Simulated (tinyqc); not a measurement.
Undoped gate-all-around wire MOSFET, analytic charge model: two steps of the calculation.

An undoped round wire of radius R under an insulator shell and a surrounding gate; long channel, electrons only, n = ni exp((psi - V)/Vt) with V the quasi-Fermi potential (0 at the source, Vd at the drain), constant mobility, no quantisation. The radial Poisson equation gives n(r) = n(0)/(1 - (1 - b) r^2/R^2)^2 with b = Q0/(Q + Q0). Q is the electron charge per area of the wire surface.

Values chosen for this exercise; material values close to those of silicon: temperature T = 250 K; wire radius R = 5 nm; channel mobility mu = 500 cm^2/(V s); gate length L = 0.5 um; gate voltage Vg = 0.64 V; drain voltage Vd = 0.05 V.

Constants: q = 1.602176634e-19 C, kB = 1.380649e-23 J/K, Vt = kB T/q. Results are converted to the units shown.

Problem 1. Charge at the source by Newton steps. With V = 0: f = Q/Cox + Vt ln(Q/Q0) + Vt ln(1 + Q/Q0) - (Vg - V0); f' = 1/Cox + Vt/Q + Vt/(Q + Q0); Q(new) = Q - f/f'.

Q at the start = 18 nC/cm^2
Cox = 2.0314999 uF/cm^2
Q0 = 181.59278 nC/cm^2
V0 = 0.51729045 V

Wanted: f; f'; Q after iteration 1.

Solution 1.

f = -0.16161 V
f' = 0.0017970 V cm^2/nC
Q after iteration 1 = 107.93 nC/cm^2

Problem 2. Drain current and line charge. Q solves Vg - V0 - V = Q/Cox + Vt ln(Q/Q0) + Vt ln(1 + Q/Q0). I = mu (2 pi R/L)[2 Vt (Qs - Qd) + (Qs^2 - Qd^2)/(2 Cox) + Vt Q0 ln((Qd + Q0)/(Qs + Q0))], with Qs at V = 0 and Qd at V = Vd. Electrons per length at the source: 2 pi R Qs/q; surface over centre density: (1 + Qs/Q0)^2.

Qs = 209.46374 nC/cm^2
Qd = 135.92982 nC/cm^2
Cox = 2.0314999 uF/cm^2
Q0 = 181.59278 nC/cm^2

Find: first term; second term; third term; I; electrons per length; surface over centre density.

Solution 2.

first term = 0.099536 uA
second term = 0.19638 uA
third term = -0.025601 uA
I = 0.27032 uA
electrons per length = 0.41072 1/nm
surface over centre density = 4.6375

The square-law term makes up 72.6 % of the current.

Numbers from tinyqc (`OMP_NUM_THREADS=1 python tinyqc.py 2460083 2460084 out.jsonl`; about 0.02 s on one thread of a shared Intel Xeon 2.30GHz).
